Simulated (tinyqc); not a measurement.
# ESD clamp with bipolar snapback, compact model and design window: effects of single changes

The drain junction multiplies the current that enters it: Igen = (M - 1)(Ic + I0), M = 1/(1 - (Vj/BV)^n). The generated holes leave through the substrate resistance and the base of the parasitic npn: Igen = Vb/Rb + Ic/be, Ic = Is exp(Vb/Vt). Terminal current I = Ic + I0 + Igen and voltage V = Vj + I Ro, per width. Isothermal, constant gain.

Parameters, values chosen for the exercise; values close to those of grounded-gate n-channel clamps: temperature T = 300 K; junction breakdown voltage BV = 11.6 V; exponent of the multiplication n = 4; current gain of the parasitic npn be = 6.3; saturation current Is = 2.2e-18 A/um; junction leakage I0 = 6.3e-11 A/um; substrate resistance Rb = 73000 ohm um; drain ballast and contact resistance Ro = 390 ohm um; failure current for 100 ns It2 = 9.8 mA/um.

Constants: q = 1.602176634e-19 C, kB = 1.380649e-23 J/K, Vt = kB T/q. Results are converted to the units shown.

Each table varies one quantity; the others keep the values above.

## Effect of the current gain of the parasitic npn

For given Vb: Ic, Igen, M = 1 + Igen/(Ic + I0), Vj = BV (1 - 1/M)^(1/n), I and V. Vt1 is the maximum of V along the curve, Vh the following minimum, Vt2 the voltage at I = It2. It1 and Ih are the currents at Vt1 and Vh.

The same in every row: Vt1 (V) = 11.60.

Effect of the current gain of the parasitic npn:

| be | It1 (uA/um) | Vh (V) | Ih (uA/um) | Vt2 (V) | Vt2 - Vt1 (V) |
|---|---|---|---|---|---|
| 1 | 6.678 | 9.959 | 256.2 | 13.58 | 1.977 |
| 1.7 | 6.678 | 9.308 | 322.4 | 12.88 | 1.274 |
| 2.9 | 6.678 | 8.578 | 401.4 | 12.08 | 0.4818 |
| 4.9 | 6.678 | 7.842 | 492.5 | 11.28 | -0.3257 |
| 8.2 | 6.678 | 7.147 | 596.3 | 10.50 | -1.102 |
| 14 | 6.678 | 6.488 | 720.1 | 9.743 | -1.859 |
| 24 | 6.678 | 5.908 | 861.4 | 9.050 | -2.553 |
| 40 | 6.678 | 5.444 | 1009 | 8.465 | -3.138 |

What does the table show?

As be goes from 1 to 40, Vt1 stays near 11.6 V, It1 stays near 6.68 uA/um, Vh falls from 9.96 to 5.44 V and Vt2 falls from 13.6 to 8.46 V. Vt2 exceeds Vt1, the condition for all fingers to turn on, in 3 of the 8 rows. A higher gain needs less multiplication to hold, so Vh falls.

## Effect of the drain ballast and contact resistance

Same model as above.

Effect of the drain ballast and contact resistance:

| Ro (ohm um) | Vt1 (V) | It1 (uA/um) | Vh (V) | Ih (uA/um) | Vt2 (V) | Vt2 - Vt1 (V) |
|---|---|---|---|---|---|---|
| 30 | 11.60 | 5.776 | 7.184 | 2062 | 7.365 | -4.235 |
| 52 | 11.60 | 5.955 | 7.223 | 1553 | 7.581 | -4.019 |
| 92 | 11.60 | 6.153 | 7.276 | 1156 | 7.973 | -3.627 |
| 160 | 11.60 | 6.351 | 7.343 | 866.0 | 8.639 | -2.961 |
| 280 | 11.60 | 6.556 | 7.432 | 645.3 | 9.815 | -1.786 |
| 490 | 11.60 | 6.762 | 7.547 | 479.3 | 11.87 | 0.2704 |
| 860 | 11.61 | 6.971 | 7.698 | 354.1 | 15.50 | 3.894 |
| 1500 | 11.61 | 7.179 | 7.891 | 261.1 | 21.77 | 10.16 |

What does the comparison show?

As Ro goes from 30 to 1500 ohm um, Vt1 stays near 11.6 V, It1 rises from 5.78 to 7.18 uA/um, Vh rises from 7.18 to 7.89 V and Vt2 rises from 7.37 to 21.8 V. Vt2 exceeds Vt1, the condition for all fingers to turn on, in 3 of the 8 rows. Ballast buys uniform turn-on with a higher clamping voltage.

## Effect of the substrate resistance

Same model as above.

Results:

| Rb (ohm um) | Vt1 (V) | It1 (uA/um) | Vh (V) | Ih (uA/um) | Vt2 (V) | Vt2 - Vt1 (V) |
|---|---|---|---|---|---|---|
| 7300 | 11.63 | 83.91 | 8.400 | 1572 | 11.02 | -0.6123 |
| 16000 | 11.61 | 35.61 | 7.981 | 1108 | 10.94 | -0.6693 |
| 34000 | 11.61 | 15.55 | 7.698 | 780.1 | 10.91 | -0.6959 |
| 1.6e5 | 11.60 | 2.787 | 7.355 | 369.2 | 10.89 | -0.7153 |
| 3.4e5 | 11.60 | 1.208 | 7.261 | 254.4 | 10.88 | -0.7181 |
| 7.3e5 | 11.60 | 0.5314 | 7.196 | 173.8 | 10.88 | -0.7193 |

Estimate the missing row, Rb = 73000 ohm um.

Computed row:

| Rb (ohm um) | Vt1 (V) | It1 (uA/um) | Vh (V) | Ih (uA/um) | Vt2 (V) | Vt2 - Vt1 (V) |
|---|---|---|---|---|---|---|
| 73000 | 11.60 | 6.678 | 7.497 | 541.3 | 10.89 | -0.7089 |

With this row back in the table: As Rb goes from 7300 to 7.3e5 ohm um, Vt1 stays near 11.6 V, It1 falls from 83.9 to 0.531 uA/um, Vh falls from 8.40 to 7.20 V and Vt2 falls from 11.0 to 10.9 V. Vt2 exceeds Vt1, the condition for all fingers to turn on, in 0 of the 7 rows. It1 goes as Rb^(-1.10); the product It1 Rb, close to the base voltage at the trigger, goes from 0.613 to 0.388 V.

Computed by the program tinyqc: `OMP_NUM_THREADS=1 python tinyqc.py 2670142 2670143 out.jsonl`, one thread of a shared Intel Xeon 2.30GHz, about 0.02 s for the whole run.
